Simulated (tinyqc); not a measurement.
Full spectrum, Debye and Einstein heat capacities: Born-von Karman spring model of a cubic crystal with one atom per cell. Computed by tinyqc, a small Python program. Command: `OMP_NUM_THREADS=1 python tinyqc.py 3021806 3021807 out.jsonl springs walk`. One thread of a shared host (Intel(R) Xeon(R) Processor @ 2.30GHz), about 0.2 s of CPU time with the checks.

First neighbours lie at a/2 (1,1,1) (8 of them), second at a (1,0,0) (6), with all permutations and signs; the volume per atom is Omega = a^3/2. Two shells of springs match a real metal only roughly, above all at the zone boundary.

Inputs (values chosen for the exercise, modelled on iron):

| quantity | value | unit |
|---|---|---|
| lattice constant a | 2.87 | angstrom |
| atomic mass M | 55.85 | u |
| radial spring k1L | 3.12 | eV/angstrom^2 |
| transverse spring k1T | -0.099 | eV/angstrom^2 |
| radial spring k2L | 0.99 | eV/angstrom^2 |
| transverse spring k2T | 0.024 | eV/angstrom^2 |

Lattice: bcc.

Constants: 1 eV/angstrom^3 = 160.2176634 GPa; u = 1.6605390666e-27 kg; hbar = 1.054571817e-34 J s; k_B = 1.380649e-23 J/K; nu for 1 eV/(angstrom^2 u) = 15.6333042 THz; h x 1 THz = 4.135667696 meV; k_B = 8.617333262e-05 eV/K.

Method:
- [ij,kl] = (1/(2 Omega)) sum_R K_ij R_k R_l; C11 = [xx,xx], C44 = [xx,yy], C12 = 2 [xy,xy] - C44; B = (C11 + 2 C12)/3; Zener ratio A = 2 C44/(C11 - C12). K(R) = kL n n^T + kT (1 - n n^T).
- rho = M/Omega and v = sqrt(C/rho), with C = C11, C44, C44 along [100]; (C11 + C12 + 2 C44)/2, C44, (C11 - C12)/2 along [110]; (C11 + 2 C12 + 4 C44)/3 and twice (C11 - C12 + C44)/3 along [111].
- Christoffel matrix G_xx = C11 n_x^2 + C44 (1 - n_x^2), G_xy = (C12 + C44) n_x n_y, with eigenvalues rho v^2; v_m^-3 is the mean of v^-3 over three branches and all directions (12 Gauss-Legendre points in cos(theta) times 24 angles phi = (j + 1/2) pi/12); q_D = (6 pi^2/Omega)^(1/3); Theta = hbar v_m q_D/k_B.
- A neighbour at R with unit vector n couples by the matrix K(R) = kL n n^T + kT (1 - n n^T), and D(q) = (1/M) sum_R K(R) [1 - cos(q.R)].
- An eigenvalue lambda of D in eV/(angstrom^2 u) gives nu = 15.6333042 THz x sqrt(lambda).
- Mesh: q = sum_i (m_i + 1/2)/n b_i, m_i = 0..n-1, with b = [[0, 1, 1], [1, 0, 1], [1, 1, 0]] in 2 pi/a; sums are averages over the n^3 points (here n = 14), per atom.
- With x = h nu/(k_B T) and n = 1/(exp(x) - 1) for each mode: F = k_B T [x/2 + ln(1 - exp(-x))], U = k_B T x (n + 1/2), S/k_B = x n - ln(1 - exp(-x)), C/k_B = x^2 n (n + 1).
- Debye: C = 9 k_B (T/Theta)^3 int_0^(Theta/T) x^4 e^x/(e^x - 1)^2 dx with the elastic Theta. Einstein: three modes at the root-mean-square frequency. The last column is the Theta that makes the Debye formula give the full C at that T.

elastic Debye temperature = 452.719 K

root-mean-square frequency = 6.5713 THz

Heat capacity (k_B/atom):

| T (K) | full spectrum | Debye | Einstein | Theta from C (K) |
|---|---|---|---|---|
| 54 | 0.5290 | 0.3675 | 0.2993 | 391.07 |
| 81 | 1.1438 | 0.9126 | 0.9655 | 396.51 |
| 110 | 1.6751 | 1.4580 | 1.5765 | 400.43 |
| 160 | 2.2263 | 2.0736 | 2.1918 | 403.65 |
| 230 | 2.5812 | 2.4906 | 2.5711 | 405.37 |
| 340 | 2.7962 | 2.7500 | 2.7938 | 406.32 |
| 450 | 2.8810 | 2.8535 | 2.8802 | 406.67 |
| 680 | 2.9470 | 2.9346 | 2.9468 | 406.94 |

What does the comparison show, and why?

The apparent Theta runs from 391 to 407 K against the elastic 453 K; at high T it tends to sqrt(5/3) h nu_rms/k_B = 407 K. At the lowest T the Debye value is 0.69 and the Einstein value 0.57 times the full one; dispersion bends the branches below the sound lines, so the real spectrum has more low modes than Debye assumes. At the highest T Debye misses by 0.42 % and Einstein by 0.0055 %.

Extremes, crossings and ranges named in words are read from the listed rows.
